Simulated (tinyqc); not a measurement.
Inside a calculation. Model: capacitance of parallel on-chip lines from Laplace's equation on a mesh.

Numbers from tinyqc (`OMP_NUM_THREADS=1 python tinyqc.py 2790109 2790110 out.jsonl`; about 1 s on one thread of a shared Intel Xeon 2.30GHz). Printed values are rounded.

Cross-section of an endless row of equal lines between two grounded planes; neighbours are driven in antiphase (+1 V and -1 V), so the plane midway between two lines is at 0 V. By symmetry one quarter is solved: x runs from the centre of a line (column 0, mirror) to that midplane (column 3, 0 V), y from the mid-height of the line (row 0, mirror) to the ground plane (row 5, 0 V). The line fills columns 0 to 1 and rows 0 to 2 at 1 V. Cells beside the line (below row 2) have e2, cells above have e1. Each link between nodes has the conductance g = mean permittivity of the two cells beside it (a cell beyond a mirror counts as 0), and the free nodes obey sum g (V_neighbour - V) = 0.

Values chosen for this exercise: relative permittivity above and below the lines e1 = 3.9; relative permittivity between the lines e2 = 2; over-relaxation factor om = 1.4.

Constants: eps0 = 8.8541878128e-12 F/m. Results are converted to the units shown.

## Link conductances

gx[j, i] joins node (row j, column i) to column i + 1, gy[j, i] to row j + 1.

gx:

|  | col 0 | col 1 | col 2 |
|---|---|---|---|
| row 0 | 1 | 1 | 1 |
| row 1 | 2 | 2 | 2 |
| row 2 | 2.95 | 2.95 | 2.95 |
| row 3 | 3.9 | 3.9 | 3.9 |
| row 4 | 3.9 | 3.9 | 3.9 |
| row 5 | 1.95 | 1.95 | 1.95 |

gy:

|  | col 0 | col 1 | col 2 | col 3 |
|---|---|---|---|---|
| row 0 | 1 | 2 | 2 | 1 |
| row 1 | 1 | 2 | 2 | 1 |
| row 2 | 1.95 | 3.9 | 3.9 | 1.95 |
| row 3 | 1.95 | 3.9 | 3.9 | 1.95 |
| row 4 | 1.95 | 3.9 | 3.9 | 1.95 |

## Iteration 1: relaxation sweep

V at the start (V):

|  | col 0 | col 1 | col 2 | col 3 |
|---|---|---|---|---|
| row 0 | 1 | 1 | 0 | 0 |
| row 1 | 1 | 1 | 0 | 0 |
| row 2 | 1 | 1 | 0 | 0 |
| row 3 | 0 | 0 | 0 | 0 |
| row 4 | 0 | 0 | 0 | 0 |
| row 5 | 0 | 0 | 0 | 0 |

One sweep visits the free nodes row by row from row 0, left to right, and replaces V by V + om (weighted mean of the neighbours - V), using new values at once.

V after sweep 1 (V):

|  | col 0 | col 1 | col 2 | col 3 |
|---|---|---|---|---|
| row 0 | 1.000000 | 1.000000 | 0.350000 | 0.000000 |
| row 1 | 1.000000 | 1.000000 | 0.472500 | 0.000000 |
| row 2 | 1.000000 | 1.000000 | 0.462119 | 0.000000 |
| row 3 | 0.350000 | 0.472500 | 0.327117 | 0.000000 |
| row 4 | 0.122500 | 0.208250 | 0.187378 | 0.000000 |
| row 5 | 0.000000 | 0.000000 | 0.000000 | 0.000000 |

## Iteration 2: relaxation sweep

As before.

V after sweep 2 (V):

|  | col 0 | col 1 | col 2 | col 3 |
|---|---|---|---|---|
| row 0 | 1.000000 | 1.000000 | 0.540750 | 0.000000 |
| row 1 | 1.000000 | 1.000000 | 0.512004 | 0.000000 |
| row 2 | 1.000000 | 1.000000 | 0.438006 | 0.000000 |
| row 3 | 0.583625 | 0.552647 | 0.281464 | 0.000000 |
| row 4 | 0.301044 | 0.281074 | 0.121937 | 0.000000 |
| row 5 | 0.000000 | 0.000000 | 0.000000 | 0.000000 |

## Course of the relaxation

Stop when no node changes by 1e-7 V. C = 4 eps0 sum g (difference of V along the link)^2, in aF/um.

Course of the iteration:

| sweep | C (aF/um) | largest change (V) |
|---|---|---|
| 1 | 232.0575 | 0.472 |
| 2 | 215.0343 | 0.234 |
| 3 | 213.5205 | 0.0609 |
| 4 | 212.9706 | 0.0463 |
| 5 | 212.8663 | 0.0277 |
| 6 | 212.8295 | 0.0136 |
| 7 | 212.8288 | 1.29e-3 |
| 8 | 212.8285 | 7.39e-4 |
| 9 | 212.8285 | 3.73e-4 |
| 10 | 212.8285 | 2.49e-4 |
| 11 | 212.8285 | 1.30e-4 |
| 12 | 212.8285 | 2.45e-5 |
| 13 | 212.8285 | 1.26e-5 |
| 14 | 212.8285 | 7.56e-6 |
| 15 | 212.8285 | 1.99e-6 |
| 16 | 212.8285 | 7.39e-7 |
| 17 | 212.8285 | 6.84e-7 |
| 18 | 212.8285 | 2.84e-7 |
| 19 | 212.8285 | 3.85e-8 |

Converged in 19 sweeps. Over the last four sweeps the change shrinks by about 0.37 a sweep. C comes down from above, since the solution minimises the energy.

## Capacitance per length

converged V (V):

|  | col 0 | col 1 | col 2 | col 3 |
|---|---|---|---|---|
| row 0 | 1.000000 | 1.000000 | 0.488255 | 0.000000 |
| row 1 | 1.000000 | 1.000000 | 0.476510 | 0.000000 |
| row 2 | 1.000000 | 1.000000 | 0.417787 | 0.000000 |
| row 3 | 0.570443 | 0.514008 | 0.263298 | 0.000000 |
| row 4 | 0.253756 | 0.222290 | 0.121397 | 0.000000 |
| row 5 | 0.000000 | 0.000000 | 0.000000 | 0.000000 |

C = 4 eps0 sum g (difference of V)^2 over all links (twice the energy of the four quarters, line at 1 V). Plate estimate without fringing: eps0 [2 e1 w/hd + 2 e2 t/(s/2)], w = 2 hx, t = 4 hx, s/2 = 2 hx, hd = 3 hx.

C = 212.8285 aF/um
plate estimate = 116.8753 aF/um

C depends on the shape only, not on the mesh step hx. Meshes 6, 12 and 24 times finer extrapolate (Aitken) to 193.8 aF/um; this mesh is 9.8 % above that, and the plate estimate is 40 % below it.
